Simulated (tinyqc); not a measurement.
Circuit elements from the admittance matrix.

Question. Y belongs to a common-source circuit with y11 = i w (Cgs + Cgd), y12 = -i w Cgd, y21 = gm - i w Cgd, y22 = gds + i w (Cgd + Cd) and a resistance Rg in series with the gate; w = 2 pi f. Find Rg, Cgs + Cgd, Cgd, gm, gds and Cd.

Values chosen for this exercise:
- f = 1 GHz (signal frequency)

Y with Rg (mS):

|  | 1 | 2 |
|---|---|---|
| 1 | 0.0000450929+0.0663872466i | -0.0000179247-0.0263893661i |
| 2 | 0.4855603953-0.0267191904i | 0.0276851913+0.0472549923i |

Answer. 1/Y11 = Rg + 1/(i w (Cgs + Cgd)) gives Rg; removing it from Z11 returns the inner y, whose parts are read off.

Rg = 10.2 ohm
Cgs + Cgd = 10.6 fF
Cgd = 4.20 fF
gm = 0.486 mS
gds = 0.0277 mS
Cd = 3.30 fF

tinyqc, about 0.01 s, one thread, Intel Xeon 2.30GHz (shared host): `OMP_NUM_THREADS=1 python tinyqc.py 2150045 2150046 out.jsonl`
